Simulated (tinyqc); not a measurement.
Stretching all distances: RHF, UHF, MP2, CISD and CCSD against full CI in the sto-3g basis, for BeH2, spin multiplicity 1. Computed by the program tinyqc with PySCF. All coordinates are multiplied by the scale. c0^2 is the weight of the RHF determinant in the lowest singlet FCI state (UHF is spin-contaminated and may lie near states of higher spin) and n(LUMO) the first natural occupation beyond the occupied space.

Geometry (angstrom):

| atom | x | y | z |
|---|---|---|---|
| Be | 0.0000 | 0.0000 | 0.0000 |
| H | 0.0000 | 1.3030 | 0.0000 |
| H | 0.0000 | -1.3340 | 0.0000 |

Full CI energy (hartree) and errors against it (kcal/mol):

| scale | distance 1-2 (angstrom) | E(FCI) | RHF | UHF | MP2 | CISD | CCSD | <S^2> UHF | c0^2 | n(LUMO) |
|---|---|---|---|---|---|---|---|---|---|---|
| 0.9000 | 1.1727 | -15.580537 | 18.7206 | 18.7206 | 5.9112 | 0.3467 | 0.1966 | 0.0000 | 0.9784 | 0.0204 |
| 1.1600 | 1.5115 | -15.570205 | 28.6803 | 28.6803 | 10.5672 | 0.8543 | 0.4007 | 0.0000 | 0.9570 | 0.0484 |
| 1.6900 | 2.2021 | -15.391827 | 80.6764 | 42.4294 | 38.5033 | 8.6820 | 3.6370 | 1.0863 | 0.7569 | 0.3340 |
| 1.9500 | 2.5408 | -15.346459 | 129.9376 | 29.8916 | 66.7732 | 17.0774 | 4.4197 | 1.2831 | 0.4824 | 0.7244 |

Estimate the missing row, scale = 1.43.

Computed row:
```
scale   distance 1-2 (angstrom)      E(FCI)      RHF      UHF      MP2    CISD    CCSD  <S^2> UHF    c0^2  n(LUMO)
1.4300                   1.8633  -15.477520  48.4713  48.2062  20.6919  2.8529  1.2122     0.1305  0.8970   0.1294
```

UHF parts from RHF first at scale 1.43 of those listed, where <S^2> leaves zero. The weight c0^2 goes from 0.98 to 0.48 and n(LUMO) from 0.02 to 0.72: static correlation grows as the bonds break into open-shell fragments. The spread of the error along the curve, which distorts its shape, is CCSD 4.2, CISD 16.7, UHF 29.5, MP2 60.9, RHF 111.2 kcal/mol. The table stops here: at scale 2.21 and beyond, the reference weight falls under 0.45 or RHF, UHF or CCSD hop between solutions, so those rows were left out and the spreads given cover only the rows shown. As computed, partly on other solutions, the errors there reach in size RHF 244, UHF 31, MP2 128, CISD 22, CCSD 83 kcal/mol.
